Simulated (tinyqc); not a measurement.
Worked calculation: rigid-ion and shell models of the dielectric response of an ionic crystal. Computed by tinyqc, a small Python program that keeps every step. Command: `OMP_NUM_THREADS=1 python tinyqc.py 3028260 3028261 out.jsonl shell walk`. One thread of a shared host (Intel(R) Xeon(R) Processor @ 2.30GHz), about 0.01 s of CPU time with the checks. Intermediate numbers are printed to about 7 digits and carried at full precision; extremes and crossings named in words are read from the listed rows.

Charges +Z and -Z; 6 nearest neighbours, Madelung constant M = 1.747565, volume per ion pair Omega = 2.000000 d^3. Energy per pair U = -M Z^2 e2/d + 6 A exp(-d/rho), e2 = e^2/(4 pi eps_0). In the shell model the anion is a core of charge Y - Z and a massless shell of charge -Y, joined by the spring k; the repulsion acts on the shell. Each ion feels the Lorentz field E + (4 pi/3) P (Gaussian units).

Inputs (values chosen for the exercise, for a model crystal):
```
quantity                        value           unit
nearest-neighbour distance d     2.82       angstrom
ionic charge Z                      2              e
hardness d/rho                   9.42              -
cation mass                       101              u
anion mass                     14.007              u
shell charge size Y              3.09              e
core-shell spring k              40.6  eV/angstrom^2
cation polarisability alpha_+       1     angstrom^3
film thickness t                   16             nm
```

Structure: rock salt.

Constants: e^2/(4 pi eps_0) = 14.39964548 eV angstrom; 1 eV/angstrom^3 = 160.2176634 GPa; nu for 1 eV/(angstrom^2 u) = 15.6333042 THz; 1 THz = 33.35640952 1/cm; eps_0 = 8.8541878128e-12 F/m; h x 1 THz = 4.135667696 meV.

## Equilibrium, bulk modulus and repulsive spring

Zero pressure fixes 6 A exp(-d/rho) = M Z^2 e2 rho/d^2. Then U = -(M Z^2 e2/d)(1 - rho/d), B = M Z^2 e2 (d/rho - 2)/(9 Omega d), and the spring of one sublattice against the other is R = (1/3) x (Laplacian of the repulsion summed over neighbours) = M Z^2 e2 (d/rho - 2)/(3 d^3), so R = 3 B Omega/d^2.

volume Omega = 44.85154 angstrom^3

lattice energy U = -31.90489 eV/pair

bulk modulus B = 105.1212 GPa

repulsive spring R = 11.10147 eV/angstrom^2

## Rigid ions

With C = 4 pi Z^2 e2/(3 Omega): mu lambda_TO = R - C, mu lambda_LO = R + 2 C; eps_inf = 1 and eps_s = lambda_LO/lambda_TO. lambda in eV/(angstrom^2 u) gives the wavenumber 15.6333042 x 33.35640952 x sqrt(lambda); mu is the reduced mass.

Coulomb spring C = 5.379267 eV/angstrom^2

omega_TO, rigid ions = 355.6645 1/cm

omega_LO, rigid ions = 695.1589 1/cm

eps_s, rigid ions = 3.820208

## Shell model: electronic response

Eliminating the shell gives the anion polarisability alpha_- = Y^2 e2/(k + R), the Szigeti charge Z_S = Z - Y R/(k + R) and the softened spring R' = k R/(k + R). With b = 4 pi (alpha_+ + alpha_-)/(3 Omega): eps_inf = (1 + 2b)/(1 - b) (Clausius-Mossotti); Born charge Z* = Z_S (eps_inf + 2)/3.

anion polarisability alpha_- = 2.659291 angstrom^3

Szigeti charge Z_S = 1.336507 e

softened spring R' = 8.717734 eV/angstrom^2

b = 0.3417498

eps_inf = 2.557537

Born charge Z* = 2.030394 e

Overlap pushes the shell back and lowers the effective charge to 67 % of Z; the local field then raises the Born charge to 102 % of Z.

## Shell model: lattice response

mu lambda_TO = R' - (4 pi e2/(3 Omega)) Z_S^2/(1 - b); mu lambda_LO = mu lambda_TO + 4 pi e2 Z*^2/(eps_inf Omega); eps_s = eps_inf lambda_LO/lambda_TO.

mu lambda_TO = 5.068389 eV/angstrom^2

omega_TO = 334.7295 1/cm

omega_LO = 505.7715 1/cm

eps_s = 5.839058

share of R' left after the dipole term = 0.5813884

The dipole field cancels 42 % of the short-range spring.

## As a gate dielectric

Capacitance per area eps_0 eps_s/t; equivalent oxide thickness EOT = t x 3.9/eps_s; the surface optical mode against silicon (eps = 11.7) lies at omega_TO sqrt[(eps_s + 11.7)/(eps_inf + 11.7)], and its squared coupling to channel electrons scales as g = hbar omega_SO [1/(11.7 + eps_inf) - 1/(11.7 + eps_s)], with hbar omega = h c x wavenumber.

capacitance per area = 3.231257 fF/micrometre^2

equivalent oxide thickness = 10.68666 nm

surface optical mode = 371.2571 1/cm

remote-phonon coupling g = 0.6040397 meV

## From rigid to soft shells

The formulas are those given above.

Response against the core-shell spring:
```
k (eV/angstrom^2)   eps_inf       Z_S        Z*  omega_TO (1/cm)  omega_LO (1/cm)     eps_s
32                 2.928571  1.204121  1.978199         333.7499         480.1712  6.061858
41                 2.544374  1.341601  2.032246         334.7642         506.7894  5.831201
53                 2.247527  1.464856  2.074005         335.5458         532.2447  5.654888
73                 1.979151  1.592117  2.111758         336.2509         560.3799  5.496892
110                1.747296  1.716737  2.144374         336.8588         590.0735  5.361459
160                1.607669  1.799513  2.164016         337.2244         611.1570  5.280368
320                1.456912  1.896396  2.185224         337.6187         637.4230  5.193208
1200               1.348194  1.971676  2.200518         337.9027         659.1735  5.130605
```

From the stiffest to the softest shell eps_inf rises from 1.35 to 2.93 and Z_S falls from 1.97 to 1.20; omega_LO moves by -27 % and omega_TO by -1.2 %. Screening by eps_inf cuts the LO frequency, which rigid ions overstate (rigid ions: 695 per cm); eps_s goes from 5.13 to 6.06.

Checks made by the program: TO spring by direct elimination of the shell from the 2 x 2 energy matrix (relative difference below 1e-10); Szigeti's relation mu lambda_TO (eps_s + 2)/(eps_inf + 2) = R' (relative difference below 1e-10).
